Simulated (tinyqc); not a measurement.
Inside a calculation. Method: Hubbard chain of 2 sites. Computed by tinyqc, a small Python program that keeps every step. Settings: hopping = 1.6, U = 2.6, mixing = 0.2, iteration cap = 53. Command: `OMP_NUM_THREADS=1 python tinyqc.py 28405 28406 out.jsonl` (the two numbers bound the seeds that draw the settings). One thread of a shared host (Intel(R) Xeon(R) Processor @ 2.60GHz), about 0.1 s of CPU time with the checks. Later iterations appear only in the table of the cycle.

## Mean-field iteration 1

one-body matrix (hopping and site energies) (eV):
```
           1          2
1   0.000000  -1.600000
2  -1.600000   0.000000
```

U = 2.600000 eV

electrons, up and down: 1  1

mixing = 0.200000

n(up) at the start (a guess, not normalised): 1 0.500000, 2 0.500000

n(down) at the start (a guess): 1 0.500000, 2 0.500000

H(up) = T + U n(down), H(down) = T + U n(up); fill the lowest levels; n(new) = n + mixing (n(out) - n); E = tr T (rho up + rho down) + U sum n_up n_down of the output.

levels, up (eV): -0.300000  2.900000

levels, down (eV): -0.300000  2.900000

energy = -1.900000 eV

n(up) after iteration 1: 1 0.500000, 2 0.500000

n(down) after iteration 1: 1 0.500000, 2 0.500000

## Convergence

Each step fills the lowest levels of T + U n(other spin) and sets n(new) = n + mixing (n(out) - n); stop when output and input agree to 1e-8.

Course of the cycle:
```
iteration       E (eV)  largest |n(out) - n(in)|  mean |n_up - n_down|
1          -1.90000000                  1.11e-16              0.000000
```

local moments n_up - n_down: 1 0.000000, 2 0.000000

Converged in 1 iterations. Before convergence this energy mixes input and output and is not variational, so it may rise towards its limit.

## The many-body Hamiltonian

Basis: all placements (u, d, 2, 0 on each site), up operators ordered before down ones; hops carry the sign of the same-spin electrons passed.

H (eV), lower triangle:
```
           20         ud         du        02
20   2.600000
ud  -1.600000   0.000000
du  -1.600000   0.000000   0.000000
02   0.000000  -1.600000  -1.600000  2.600000
```

## Exact diagonalisation (4 states)

Lowest levels of the sector, and the double occupancy of the lowest state.

lowest levels (eV): -2.153983  0.000000  2.600000  4.753983

double occupancy per site = 0.155906

The mean-field solution above lies 0.2540 eV above the exact energy.
